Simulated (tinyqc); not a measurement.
Two-dimensional dopant profile at a mask edge: lateral junction, overlap and effective channel length: one step, computed by the program tinyqc. Command: `OMP_NUM_THREADS=1 python tinyqc.py 3021315 3021316 out.jsonl lateral walk`. One thread of a shared host (Intel(R) Xeon(R) Processor @ 2.30GHz), about 0.02 s of CPU time with the checks.

Ions enter for y < 0; the mask (spacer, then gate) covers y > 0. x is the depth. The surface reflects dopant during the anneal.

Task: Junction contour. Widths s_x^2 = (vertical straggle)^2 + 2 D t, s_y^2 = (lateral straggle)^2 + 2 D t. C(x, y) = V(x) (1/2) erfc(y/(sqrt2 s_y)), V(x) = Q/(sqrt(2 pi) s_x) [exp(-(x - R_p)^2/(2 s_x^2)) + exp(-(x + R_p)^2/(2 s_x^2))]; 1 nm = 1e-7 cm. The lateral junction at depth x solves C = C_B: y_j(x) = sqrt2 s_y erfc^-1(2 C_B/V(x)). Depths are 0, 0.15, 0.3, 0.45, 0.6, 0.75, 0.9 and 0.97 of x_j.

Inputs (values chosen for the exercise, modelled on a source-drain extension in silicon): dose Q = 1.7e+15 1/cm^2; projected range R_p = 5.4 nm; channel doping C_B = 5.7e+17 1/cm^3.

vertical junction x_j = 17.83938 nm

s_x = 3.059412 nm

s_y = 2.244994 nm

Give: Contour.

Result:

Contour:

| x/x_j | x (nm) | V (1/cm^3) | y_j (nm) |
|---|---|---|---|
| 0.00 | 0.0 | 9.34e+20 | 7.26e+00 |
| 0.15 | 2.7 | 1.56e+21 | 7.58e+00 |
| 0.30 | 5.4 | 2.22e+21 | 7.80e+00 |
| 0.45 | 8.0 | 1.53e+21 | 7.57e+00 |
| 0.60 | 10.7 | 4.93e+20 | 6.84e+00 |
| 0.75 | 13.4 | 7.39e+19 | 5.44e+00 |
| 0.90 | 16.1 | 5.15e+18 | 2.75e+00 |
| 0.97 | 17.3 | 1.14e+18 | 7.88e-03 |

The contour reaches furthest, 7.80 nm, at x/x_j = 0.3 among these rows, below the surface, where punch-through would start. It crosses the mask edge where V = 2 C_B. Caution: the peak exceeds usual solubilities, so part of the dose is inactive and diffusion is concentration dependent.
